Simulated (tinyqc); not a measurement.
# Superjunction drift layer against a plain one, charge balance: effect of the charge imbalance (Nn - Np)/N

Alternating n and p pillars of equal width wp, doping N and length Lp. When depleted, the lateral field peaks at Ex = q N wp/(2 eps0 eps_r) at the pillar junctions and a uniform vertical field Ey is added; breakdown is taken where Ex^2 + Ey^2 = Ef^2. Only the n pillars conduct, narrowed by the zero-bias depletion. A first-order model: the field peaks at the pillar ends are left out.

Ec(N) = E16 (N/1e16 cm^-3)^(1/8), mu(N) = mi + (mx - mi)/(1 + (N/Nr)^0.9). Plain drift layer for BV: N solves BV = eps0 eps_r Ec(N)^2/(2 q N), W = 2 BV/Ec, Rsp = W/(q mu N). Ex = a Ef gives N = 2 eps0 eps_r a Ef/(q wp); Ey = Ef sqrt(1 - a^2); Lp = BV/Ey; xd = sqrt(eps0 eps_r Vb/(q N)) on each side; Rsp = 2 Lp/(q mu(N) N (1 - 2 xd/wp)). An imbalance dl leaves the mean net doping |dl| N/2, which tilts the vertical field by s = q |dl| N/(2 eps0 eps_r): BV(dl) = Ey Lp - s Lp^2/2, or Ey^2/(2 s) if the field reaches zero inside the pillar.

Parameters, values chosen for the exercise; values close to those of 4H silicon carbide:
```
symbol,value,unit,meaning
eps_r,9.78,,relative permittivity of the semiconductor
E16,2.51,MV/cm,critical field at a doping of 1e16 cm^-3
mx,937,cm^2/(V s),mobility at low doping
mi,38.9,cm^2/(V s),mobility at high doping
Nr,2e17,cm^-3,reference doping of the mobility
BV,4900,V,wanted breakdown voltage
wp,1.5,um,width of each pillar
Ef,2.3,MV/cm,critical field inside the pillars
a,0.77,,lateral peak field as a share of Ef
Vb,2.8,V,built-in voltage of the pillar junctions
```

Constants: q = 1.602176634e-19 C, eps0 = 8.8541878128e-14 F/cm where lengths are in cm. Results are converted to the units shown.

The same in every row: N (cm^-3) = 1.2762e17; Lp (um) = 33.390; Rsp, pillars (mohm cm^2) = 0.66157; Rsp, plain (mohm cm^2) = 12.929.

Effect of the charge imbalance (Nn - Np)/N:

| dl (%) | BV(dl) (V) |
|---|---|
| 0 | 4900.0 |
| 1 | 4241.8 |
| 2 | 3583.7 |
| 4 | 2280.0 |
| 6 | 1520.0 |
| 9 | 1013.3 |
| 13 | 701.55 |
| 20 | 456.00 |

What does the comparison show?

As dl goes from 0 to 20 %, Rsp of the pillars stays at 0.662 mohm cm^2 and BV with the imbalance falls from 4900 to 456 V. The loss is linear in |dl| while the field reaches through the pillar; it passes 10 % at |dl| = 0.744 %.

Computed by the program tinyqc: `OMP_NUM_THREADS=1 python tinyqc.py 2590057 2590058 out.jsonl`, one thread of a shared Intel Xeon 2.30GHz, about 0.01 s for the whole run.
